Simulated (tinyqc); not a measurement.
What each parameter does: quasiparticle equation with a plasmon-pole self-energy for two band edges.

For each edge E = e + X + Sc(E), with the correlation part Sc(E) = A[0]/(E - a + w) + A[1]/(E - b - w); a and b are the valence and conduction energies that enter the Green function (a = ev, b = ec in the one-shot scheme). Z = 1/(1 - dSc/dE), dSc/dE = -A[0]/(E - a + w)^2 - A[1]/(E - b - w)^2.

Inputs chosen for the exercise (scales of the order of those of SiC; not measured data):

| symbol | value | unit | meaning |
|---|---|---|---|
| ev | 0 | eV | mean-field valence top |
| ec | 2.22 | eV | mean-field conduction edge |
| w | 19.4 | eV | pole energy |
| Av | (50.1, 27) | eV^2 | weights of the valence state on the hole and electron poles |
| Ac | (22.4, 54.7) | eV^2 | the same for the conduction state |
| Xv | -2.01 | eV | exchange minus the mean-field potential, valence |
| Xc | 2.22 | eV | the same, conduction |

Exact one-shot edges and Z of the valence state there.

One parameter was then changed.

Results before and after:

| case | Ev (eV) | Ec (eV) | gap (eV) | Z |
|---|---|---|---|---|
| base | -0.5668 | 2.5852 | 3.1519 | 0.8361 |
| changed | -0.6341 | 2.6668 | 3.3009 | 0.8484 |

Which of these changes was made? (a) w = 20.37 eV; (b) Xv = -2.11 eV; (c) Av = (52.6, 27) eV^2; (d) Ac = (22.4, 57.44) eV^2; (e) Xc = 2.32 eV; (f) ec = 2.32 eV.

Answer: (a) w = 20.37 eV. Of the candidates, run in turn, only this one gives the changed row.

All candidates:

| case | Ev (eV) | Ec (eV) | gap (eV) | Z |
|---|---|---|---|---|
| base | -0.5668 | 2.5852 | 3.1519 | 0.8361 |
| w = 20.37 eV | -0.6341 | 2.6668 | 3.3009 | 0.8484 |
| Xv = -2.11 eV | -0.6503 | 2.5852 | 3.2355 | 0.8355 |
| Xc = 2.32 eV | -0.5668 | 2.6687 | 3.2354 | 0.8361 |
| ec = 2.32 eV | -0.5622 | 2.6813 | 3.2435 | 0.8364 |
| Av = (52.6, 27) eV^2 | -0.4564 | 2.5852 | 3.0416 | 0.8320 |
| Ac = (22.4, 57.44) eV^2 | -0.5668 | 2.4656 | 3.0324 | 0.8361 |

(tinyqc, `OMP_NUM_THREADS=1 python tinyqc.py 1850232 1850233 out.jsonl`, Intel(R) Xeon(R) Processor @ 2.30GHz, 1 thread, shared host, about 0.03 s.)
